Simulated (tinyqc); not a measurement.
Worked calculation: one-electron ion in a basis of Gaussians. One step of it, computed by the program tinyqc.

Question. Matrices over normalised Gaussians. With p = a_i + a_j and I(k) = Gamma((k+1)/2) / (2 p^((k+1)/2)): S = I(2l+2), T = (2l+3) a_i a_j S / p, V = -Z I(2l+1), each divided by sqrt(S_ii S_jj).

exponents of r^l exp(-a r^2) (1/bohr^2): [0.112800, 0.265200, 0.623400]

Z = 5

l = 2

Give: S; T; V.

Answer.

S:
```
[[1.0000, 0.7331, 0.3173],
 [0.7331, 1.0000, 0.7332],
 [0.3173, 0.7332, 1.0000]]
```

T (hartree):
```
[[0.3948, 0.4061, 0.2122],
 [0.4061, 0.9282, 0.9549],
 [0.2122, 0.9549, 2.1819]]
```

V (hartree):
```
[[-1.4292, -1.3563, -0.8193],
 [-1.3563, -2.1914, -2.0797],
 [-0.8193, -2.0797, -3.3599]]
```
